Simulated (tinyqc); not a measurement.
Worked calculation: tight binding, honeycomb lattice. Computed by tinyqc, a small Python program that keeps every step. Settings: t1 = 1.5, t2 = 0, phi = 0, delta = 0, points = 5. Command: `OMP_NUM_THREADS=1 python tinyqc.py 20643 20644 out.jsonl` (the two numbers bound the seeds that draw the settings). One thread of a shared host (Intel(R) Xeon(R) Processor @ 2.60GHz), about 0.01 s of CPU time with the checks.

## Bloch Hamiltonian at k

Parameters chosen for this model:
```
parameter     value                        unit
t1         1.500000                 eV, nearest
t2                0       eV, second neighbours
phi               0  rad, phase of t2 (Haldane)
delta             0          eV, +/- on A and B
```

k point k (fractions of the reciprocal vectors): -0.0100  -0.3000

H_AB = -t1 (1 + exp(-i k.a1) + exp(-i k.a2)); H_AA = delta - 2 t2 sum cos(k.b + phi), H_BB = -delta - 2 t2 sum cos(k.b - phi), b = a1, a2 - a1, -a2.

H(k) at k (eV):
```
                 A                B
A           0.0000  -2.5335-1.5208i
B  -2.5335+1.5208i           0.0000
```

## Levels at k

Diagonalise the Hermitian matrix.

eigenvalues (eV): -2.9549  2.9549

weights |c|^2 of the basis functions:
```
   band 1  band 2
A  0.5000  0.5000
B  0.5000  0.5000
```

## Bloch Hamiltonian at K

k point K (fractions of the reciprocal vectors): 0.3333  0.6667

As before.

H(k) at K (eV):
```
        A       B
A  0.0000  0.0000
B  0.0000  0.0000
```

## Levels at K

As before.

eigenvalues (eV): 0.0000  0.0000

## Bands along a path

The same steps at evenly spaced points between the labelled ones.

Bands along the path (eV):
```
k           band 1  band 2
G          -4.5000  4.5000
G-K 0.25   -4.0981  4.0981
G-K 0.50   -3.0000  3.0000
G-K 0.75   -1.5000  1.5000
K                0       0
K-M 0.25   -0.6213  0.6213
K-M 0.50   -1.0981  1.0981
K-M 0.75   -1.3978  1.3978
M          -1.5000  1.5000
M-K' 0.25  -1.3978  1.3978
M-K' 0.50  -1.0981  1.0981
M-K' 0.75  -0.6213  0.6213
K'               0       0
```

With 1 band(s) filled, the highest filled level on these points lies at K and the lowest empty one at K: the bands touch or overlap, so there is no gap.
